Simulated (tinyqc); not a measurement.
Carrier lifetime from Shockley-Read-Hall, radiative, Auger and surface recombination. Inputs raised by 5 %, one at a time. Computed by tinyqc, a small Python program. Command: `OMP_NUM_THREADS=1 python tinyqc.py 3020135 3020136 out.jsonl lifetime sens`. One thread of a shared host (Intel(R) Xeon(R) Processor @ 2.30GHz), about 0.03 s of CPU time with the checks.

Energies are counted from the top of the valence band. Boltzmann statistics, full ionisation, and equal excess densities of electrons and holes.

Inputs (values chosen for the exercise, with bands modelled on InP):

| quantity | value | unit |
|---|---|---|
| gap E_g | 1.35 | eV |
| electron mass m_e | 0.0814 | m_0 |
| valleys M_c | 1 | - |
| hole mass m_h | 0.599 | m_0 |
| temperature T | 300 | K |
| doping N | 8e+16 | cm^-3 |
| trap level E_t | 0.489 | eV |
| trap density N_t | 4.9e+11 | cm^-3 |
| electron cross-section sigma_n | 9.5e-15 | cm^2 |
| hole cross-section sigma_p | 1.3e-14 | cm^2 |
| radiative coefficient B | 5.8e-10 | cm^3/s |
| Auger coefficient C_n | 3.6e-31 | cm^6/s |
| Auger coefficient C_p | 8.2e-31 | cm^6/s |
| excess density dn | 9.1e+16 | cm^-3 |
| generation rate G | 5.3e+18 | cm^-3 s^-1 |
| diffusion coefficient D | 48 | cm^2/s |
| surface velocity S | 340 | cm/s |
| thickness W | 16 | micrometre |

Doping: p-type. Surface term: two equal surfaces.

Constants: m_0 = 9.1093837015e-31 kg; k_B = 1.380649e-23 J/K; h = 6.62607015e-34 J s; k_B = 8.617333262e-05 eV/K.

Method:
- N_c = 2 M_c (2 pi m_e k_B T/h^2)^(3/2) and N_v = 2 (2 pi m_h k_B T/h^2)^(3/2), masses in units of m_0.
- n_i = sqrt(N_c N_v) exp(-E_g/2 k_B T); majority density N/2 + sqrt(N^2/4 + n_i^2), minority density n_i^2 over it.
- v = sqrt(3 k_B T/m) with m_e or m_h; tau_n0 = 1/(sigma_n v_n N_t), tau_p0 = 1/(sigma_p v_p N_t); n1 = N_c exp(-(E_g - E_t)/k_B T), p1 = N_v exp(-E_t/k_B T).
- The slowest diffusion mode has x tan x = S W/(2 D) with 0 < x < pi/2 (bisection), and tau_s = W^2/(4 x^2 D). The common approximation is W/(2 S) + W^2/(pi^2 D).
- With n = n_0 + dn, p = p_0 + dn and U/dn = 1/tau: (n p - n_i^2)/dn = n_0 + p_0 + dn = s; 1/tau_SRH = s/[tau_p0 (n + n1) + tau_n0 (p + p1)]; 1/tau_rad = B s; 1/tau_Aug = (C_n n + C_p p) s; the rates add, with 1/tau_s.
- Radiative efficiency = tau_eff/tau_rad; effective diffusion length = sqrt(D tau_eff).
- dn solves dn/tau_eff(dn) = G (60 bisections in ln dn between 1e-2 and 1e22 cm^-3); the splitting of the quasi-Fermi levels is k_B T ln(n p/n_i^2).

Runs:

| input moved | from | to | tau_SRH at dn (s) | radiative efficiency at dn | quasi-Fermi splitting under G (eV) | steady excess density (cm^-3) |
|---|---|---|---|---|---|---|
| base run | - | - | 1.078e-05 | 0.9945 | 0.8216 | 1.127e+11 |
| doping N (cm^-3) | 8e+16 | 8.4e+16 | 1.066e-05 | 0.9946 | 0.8217 | 1.074e+11 |
| electron cross-section sigma_n (cm^2) | 9.5e-15 | 9.975e-15 | 1.053e-05 | 0.9945 | 0.8216 | 1.127e+11 |
| hole cross-section sigma_p (cm^2) | 1.3e-14 | 1.365e-14 | 1.052e-05 | 0.9945 | 0.8216 | 1.127e+11 |
| Auger coefficient C_n (cm^6/s) | 3.6e-31 | 3.78e-31 | 1.078e-05 | 0.9945 | 0.8216 | 1.127e+11 |
| generation rate G (cm^-3 s^-1) | 5.3e+18 | 5.565e+18 | 1.078e-05 | 0.9945 | 0.8229 | 1.184e+11 |
| thickness W (micrometre) | 16 | 16.8 | 1.078e-05 | 0.9947 | 0.8216 | 1.128e+11 |
| temperature T (K) | 300 | 315 | 1.052e-05 | 0.9945 | 0.7912 | 1.127e+11 |

Exponents ln(y'/y) / ln(x'/x):

| input | tau_SRH at dn | radiative efficiency at dn | quasi-Fermi splitting under G | steady excess density |
|---|---|---|---|---|
| doping N | -0.242 | 0.002 | 0.000 | -0.987 |
| electron cross-section sigma_n | -0.481 | 0.000 | 0.000 | -0.004 |
| hole cross-section sigma_p | -0.507 | 0.000 | 0.000 | 0.000 |
| Auger coefficient C_n | 0.000 | 0.000 | 0.000 | 0.000 |
| generation rate G | 0.000 | 0.000 | 0.031 | 1.000 |
| thickness W | 0.000 | 0.004 | 0.000 | 0.009 |
| temperature T | -0.500 | 0.000 | -0.773 | -0.002 |

Which inputs matter most for each result?

Among the inputs moved here: tau_SRH at dn answers most in size to hole cross-section sigma_p (exponent -0.507), and about equally to temperature T (-0.500); its exponent is below 0.0005 for Auger coefficient C_n, generation rate G, thickness W. radiative efficiency at dn hardly depends on these (all exponents below 0.005). quasi-Fermi splitting under G answers most in size to temperature T (exponent -0.773), next to generation rate G (+0.031); its exponent is below 0.0005 for doping N, electron cross-section sigma_n, hole cross-section sigma_p, Auger coefficient C_n, thickness W. steady excess density answers most in size to generation rate G (exponent +1.000), and about equally to doping N (-0.987); its exponent is below 0.0005 for hole cross-section sigma_p, Auger coefficient C_n. Its exponent +1.000 in generation rate G: the lifetime is constant.

Caution (rows base run, doping N, electron cross-section sigma_n, hole cross-section sigma_p, Auger coefficient C_n, generation rate G, thickness W): the excess density is near an effective density of states, where Boltzmann statistics fail. Caution (all rows): beyond low injection D should be the ambipolar coefficient.

Extremes, crossings and ranges named in words are read from the listed rows.
